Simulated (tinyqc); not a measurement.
Non-radiative capture by multiphonon emission, one effective mode: one step, computed by the program tinyqc.

The initial state (free carrier plus empty centre) lies dE above the final state; both have the same frequency and are displaced by dQ.

Task: Scaled coefficient, cross-section and lifetime. Sommerfeld factor of an attractive centre: s(k) = 2 pi nu/(1 - exp(-2 pi nu)), nu = sqrt(Ry*/E), Ry* = Ry m/eps^2, averaged over (2/sqrt(pi)) sqrt(x) exp(-x) dx with x = E/k_B T = t^2 (trapezoid, t to 6 in steps of 0.01). C = s C_0; v = sqrt(3 k_B T/m); sigma = C/v; tau = 1/(C N_t).

Inputs (values chosen for the exercise, with mass, screening and phonons like those of GaN): carrier mass m = 1.44 m_0; dielectric constant eps = 9.44; temperature T = 500 K; defect density N_t = 5e+14 cm^-3.

Centre: attractive.

C_0 = 3.891576e-08 cm^3/s

Constants: Ry = 13.605693123 eV; k_B = 8.617333262e-05 eV/K; k_B = 1.380649e-23 J/K; m_0 = 9.1093837015e-31 kg.

Give: Sommerfeld factor s; capture coefficient C; thermal velocity v; cross-section sigma; capture time.

Result:

Sommerfeld factor s = 16.016

capture coefficient C = 6.2327e-07 cm^3/s

thermal velocity v = 1.2565e+07 cm/s

cross-section sigma = 4.9604e-14 cm^2

capture time = 3.2089e-09 s

Caution: the effective Bohr radius is under 10 angstrom, so the effective-mass Sommerfeld factor is rough.
